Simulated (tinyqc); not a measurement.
Inside a calculation. Model: implant damage, amorphisation by cascade overlap, and solid-phase epitaxial regrowth. Computed by tinyqc, a small Python program that keeps every step. Command: `OMP_NUM_THREADS=1 python tinyqc.py 3112822 3112823 out.jsonl sper walk`. One thread of a shared host (Intel(R) Xeon(R) Processor @ 2.30GHz), about 0.01 s of CPU time with the checks. Intermediate numbers are printed to about 6 digits and carried at full precision; extremes and crossings named in words are read from the listed rows.

Range and width of the damage are inputs. Dynamic annealing enters only through the surviving share f.

Inputs (values chosen for the exercise, modelled on fluorine ions in germanium):
```
quantity                            value    unit
atomic density N                     44.2  1/nm^3
ion Z1                                  9       -
ion mass M1                            19       u
target Z2                              32       -
target mass M2                      72.63       u
ion energy E                          110     keV
displacement energy E_d                15      eV
depth of the damage peak R_d           86      nm
width of the damage profile s_d        46      nm
share of defects that survive f       0.8       -
critical displaced share x_c         0.19       -
dose Q                            3.4e+15  1/cm^2
overlaps needed n                       3       -
area amorphised by one track A_i        3    nm^2
regrowth prefactor v0             3.1e+16    nm/s
regrowth energy E_a                  2.14      eV
anneal temperature                    486       C
rate relative to (100)                  1       -
peak enhancement by the dopant        4.7       -
ramp rate                             7.8     K/s
```

Constants: a_0 = 0.529177210903 angstrom; e^2/(4 pi eps_0) = 14.39964548 eV angstrom; k_B = 8.617333262e-05 eV/K.

## Damage energy and displacements per ion

Robinson partition: eps = E a M2/(Z1 Z2 (e^2/(4 pi eps_0)) (M1 + M2)), a = 0.8853 a_0/sqrt(Z1^(2/3) + Z2^(2/3)); k = 0.0793 Z1^(2/3) Z2^(1/2) (M1 + M2)^(3/2)/((Z1^(2/3) + Z2^(2/3))^(3/4) M1^(3/2) M2^(1/2)); damage energy T_d = E/(1 + k (eps + 0.40244 eps^(3/4) + 3.4008 eps^(1/6))); displacements nu = 0.8 T_d/(2 E_d).

reduced energy eps = 2.59504

k = 0.326188

damage energy T_d = 32.2084 keV

T_d/E = 0.292804

displacements per ion nu = 858.891

71 % of the energy goes to electrons.

## The amorphous layer

Displaced share x(z) = f nu Q exp(-(z - R_d)^2/(2 s_d^2))/(sqrt(2 pi) s_d N); the layer is amorphous where x > x_c, between R_d -/+ s_d sqrt(2 ln(x_max/x_c)), the upper edge being cut at the surface. Threshold dose Q_c = Q x_c/x_max.

peak displaced share x_max = 4.58392

threshold dose Q_c = 1.40927e+14 1/cm^2

upper edge = 0 nm

lower edge = 202.067 nm

The layer reaches the surface. Caution: x above 1 counts atoms displaced more than once.

## Damage left below the interface

Displaced atoms per area beyond the lower edge z2: f nu Q (1/2) erfc((z2 - R_d)/(sqrt2 s_d)); they are not removed by regrowth.

share of the damage beyond z2 = 0.00581451

displaced atoms beyond z2 = 1.35838e+16 1/cm^2

## Layer against dose

The formulas are those given above.

Dose series; the last column is f nu Q erfc((z2 - R_d)/(sqrt2 s_d))/2:
```
Q (1/cm^2)    x_max  upper edge (nm)  lower edge (nm)  displaced atoms beyond z2 (1/cm^2)
1.55e+14    0.20897          65.9301          106.070                         3.52852e+16
2.11e+14    0.28447          44.6710          127.329                         2.67447e+16
3.52e+14    0.47457          23.7592          148.241                         2.12884e+16
5.64e+14    0.76039           9.3908          162.609                         1.85684e+16
9.86e+14    1.32934           0.0000          176.736                         1.64464e+16
1.69e+15    2.27848           0.0000          188.534                         1.49875e+16
3.52e+15    4.74570           0.0000          202.698                         1.35243e+16
7.05e+15    9.50489           0.0000          214.677                         1.24800e+16
```

A dose 45 times larger moves the lower edge from 106 to 215 nm, as the root of a logarithm, and the damage beyond it falls by a factor 2.8, since the edge lies on an ever steeper tail. The layer reaches the surface at Q_c exp(R_d^2/(2 s_d^2)) = 8.09e14 per cm^2.

## Overlap model

Gibbons model: a point turns amorphous after n + 1 hits; with y = A_i Q the amorphous share is 1 - exp(-y) sum_(k=0..n) y^k/k!. Doses are set by y.

Amorphous share:
```
y     Q (1/cm^2)  direct impact (n = 0)      given n
0.1  3.33333e+12               0.095163  3.84683e-06
0.3  1.00000e+13               0.259182  2.65811e-04
0.6  2.00000e+13               0.451188  3.35807e-03
1.0  3.33333e+13               0.632121  1.89882e-02
2.0  6.66667e+13               0.864665  1.42877e-01
3.0  1.00000e+14               0.950213  3.52768e-01
5.0  1.66667e+14               0.993262  7.34974e-01
8.0  2.66667e+14               0.999665  9.57620e-01
```

At small y the share grows as y^4; between the first rows the exponent is 3.86.

## Isothermal regrowth

v = v0 x orientation factor x exp(-E_a/(k_B T)) x [1 + (enhancement - 1) exp(-(z - R_d)^2/(2 s_d^2))], T = anneal temperature + 273.15 K; the dopant is taken to follow the damage profile; the lower front moves from the lower edge z2 to the surface, or to the middle (z1 + z2)/2 of a buried layer with upper edge z1; time = int dz/v; the equivalent undoped distance is that time times the undoped velocity.

undoped velocity = 192.539 nm/s

distance to regrow = 202.067 nm

time without enhancement = 1.04949 s

equivalent undoped distance = 80.0153 nm

time with enhancement = 0.415581 s

The rate doubles for each 16 K or so near this temperature.

## Regrowth during a ramp

On a linear ramp from 200 C regrowth ends at the T_f where int v_undoped dT/(ramp rate) equals the equivalent undoped distance.

temperature at which regrowth ends = 446.281 C

Checks made by the program: tail against quadrature of x(z) N (relative difference below 1e-10).
